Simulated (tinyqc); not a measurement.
Metal-interlayer-semiconductor contact, depinning against tunnelling resistance: one step of the calculation.

Zero bias, n-type semiconductor. Gap states at the semiconductor surface thin out as exp(-be ti), which unpins the barrier; electrons must then cross the interlayer (a rectangular barrier, no voltage drop across it) and the parabolic depleted layer, both by WKB. Energies E are counted from the Fermi level; no image force, parabolic bands.

Question. Exponents and integrand on an energy grid. With U = phiB - xi: for xi < E < phiB, y = (E - xi)/U and G1 = (U/E00) [sqrt(1 - y) - y ln((1 + sqrt(1 - y))/sqrt(y))], G1 = 0 above phiB; G2 = 2 ti sqrt(mi max(phiB + dE - E, 0)/C), C = hbar^2/(2 m0); f = 1/(1 + exp(E/Vt)); integrand exp(-G1 - G2) f.

Values chosen for this exercise; semiconductor values close to those of silicon; interlayer mass of the order of that in aluminium oxide, offset chosen freely: temperature T = 300 K; interlayer thickness ti = 1.3 nm; conduction-band offset of the interlayer above the semiconductor dE = 2.47 eV; tunnelling mass in the interlayer mi = 0.36 m0.

Constants: q = 1.602176634e-19 C, kB = 1.380649e-23 J/K, hbar = 1.054571817e-34 J s, m0 = 9.1093837015e-31 kg, Vt = kB T/q, hbar^2/(2 m0) = 0.0380998212 eV nm^2. Results are converted to the units shown.

E, point 0 to 16 (eV): [0.05, 0.075, 0.1, 0.125, 0.15, 0.175, 0.2, 0.225, 0.25, 0.275, 0.3, 0.325, 0.35, 0.375, 0.4, 0.425, 0.45]
phiB = 0.42443414 eV
xi = 0.045795093 eV
E00 = 0.026574675 eV

Give: G1; G2; f; integrand.

Answer.

G1, point 0 to 16: [13.70, 11.54, 9.87, 8.44, 7.19, 6.06, 5.05, 4.14, 3.32, 2.58, 1.93, 1.35, 0.86, 0.46, 0.16, 0.00, 0.00]
G2, point 0 to 16: [13.48, 13.42, 13.36, 13.30, 13.24, 13.18, 13.12, 13.06, 13.00, 12.94, 12.87, 12.81, 12.75, 12.69, 12.62, 12.56, 12.50]
f, point 0 to 16: [0.1263, 0.05210, 0.02047, 0.007882, 0.003012, 0.001147, 4.365e-4, 1.660e-4, 6.312e-5, 2.400e-5, 9.125e-6, 3.469e-6, 1.319e-6, 5.015e-7, 1.907e-7, 7.250e-8, 2.756e-8]
integrand, point 0 to 16 (in units of 1e-12): [0.198, 0.753, 1.669, 2.843, 4.057, 5.050, 5.612, 5.646, 5.188, 4.379, 3.407, 2.445, 1.617, 0.979, 0.537, 0.255, 0.103]

Range of the model: The depletion charge would drop about 0.12 V across such an interlayer (eps_r near 9) at ti = 1.3 nm and Nd = 4.5e18 cm^-3, against a band bending of 0.38 V; this model leaves that drop out.

tinyqc, about 0.03 s, one thread, Intel Xeon 2.30GHz (shared host): `OMP_NUM_THREADS=1 python tinyqc.py 2270115 2270116 out.jsonl`
